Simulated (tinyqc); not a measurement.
Rutherford backscattering from a thin compound film on silicon: kinematics, yields, composition and thickness: one step, computed by the program tinyqc.

Singly charged helium ions (Z1 = 2, M1 = 4.0026 u) enter at the tilt angle a1 to the normal and leave at a2 = |180 - theta - tilt| in the same plane. The film is A B_x.

Task: Kinematics. Kinematic factor K = [(sqrt(M^2 - M1^2 sin^2 theta) + M1 cos theta)/(M + M1)]^2. Surface edges lie at K E0; substrate silicon has M = 28.09 u. Mass resolution at M_A = resolution/(E0 dK/dM).

Inputs (values chosen for the exercise, modelled on a helium beam on WSi2):

| quantity | value | unit |
|---|---|---|
| beam energy E0 | 1.7 | MeV |
| scattering angle theta | 150 | degrees |
| heavy element: mass M_A | 183.8 | u |
| light element: mass M_B | 28.09 | u |
| detector resolution (FWHM) | 18 | keV |

Give: kinematic factors; surface edges; mass resolution at M_A.

Result:

kinematic factors: A 0.92193, B 0.58529, Si 0.58529

surface edges (keV): A 1567.3, B 995.0, Si 995.0

mass resolution at M_A = 25.960 u

K flattens for heavy targets, so masses within 26.0 u of A cannot be told apart.
